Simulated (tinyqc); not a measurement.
As the film thickens, and with more bath resistance: electroplating on a thin resistive seed layer: kinetics, Wagner number and the terminal effect across a wafer. Computed by tinyqc, a small Python program. Command: `OMP_NUM_THREADS=1 python tinyqc.py 3120520 3120521 out.jsonl terminal walk`. One thread of a shared host (Intel(R) Xeon(R) Processor @ 2.30GHz), about 0.02 s of CPU time with the checks.

Current enters the seed at the rim. The bath is treated as a local resistance per area (no lateral flow in the liquid), two electrons per ion, molar volume 7.11 cm^3/mol, Faraday constant F = e N_A, kinematic viscosity 0.01 cm^2/s, omega = 2 pi x rpm/60; k_B T/e is in volts.

Inputs (values chosen for the exercise, of the order of those for copper plating from an acid sulfate bath): wafer radius R = 10 cm; seed thickness t = 41 nm; seed resistivity = 18 microohm cm; bath conductivity kappa = 0.12 S/cm; gap to the anode h = 11 cm; extra resistance of a porous plate = 0 ohm cm^2; exchange current density i_0 = 0.25 mA/cm^2; cathodic transfer coefficient alpha = 0.9; mean current density = 23 mA/cm^2; diffusivity of the metal ion = 5.2e-06 cm^2/s; metal ion concentration = 0.34 mol/L; rotation rate = 200 rpm; temperature T = 298 K.

Constants: e = 1.602176634e-19 C; N_A = 6.02214076e+23 1/mol; k_B = 8.617333262e-05 eV/K.

Method:
- Growth rate = i V_m/(2 F). Levich limit i_L = 0.62 x 2 F D^(2/3) omega^(1/2) nu^(-1/6) c. Tafel overpotential eta = (k_B T/(alpha e)) ln(i/i_0); kinetic resistance k_B T/(alpha e i); bath resistance h/kappa + plate; R_s = resistivity/t; Wagner number = kinetic resistance x kappa/R.
- Full model: seed potential phi(r) with (1/r)(r phi')' = R_s i, where i solves phi = R_b i + (k_B T/(alpha e)) ln(i/i_0) (phi being the driving voltage left at r); phi'(0) = 0 and phi'(R) = R_s i_mean R/2. Solved by collocation to a tolerance of 1e-7.
- The film is taken as uniform, with the seed resistivity; the last column adds 100 ohm cm^2 to R_b. Extra power of that plate = i^2 x 100 ohm cm^2 x area.

sheet resistance R_s = 4.39024 ohm/square

bath resistance R_b = 91.6667 ohm cm^2

Edge over centre:
```
thickness (nm)  R_s (ohm/square)  as given  with 100 ohm cm^2 more
41.0                      4.3902    2.5768                  1.6550
61.5                      2.9268    1.9561                  1.4168
82.0                      2.1951    1.6835                  1.3053
123.0                     1.4634    1.4342                  1.1988
205.0                     0.8780    1.2506                  1.1171
410.0                     0.4390    1.1217                  1.0577
820.0                     0.2195    1.0599                  1.0287
```

extra power = 16.619 W

What does the comparison show, and why?

The ratio falls below 1.1 from 820 nm on as given, and from 410 nm on with the added resistance: what counts is R_s R^2 against the sum of kinetic and bath resistance.
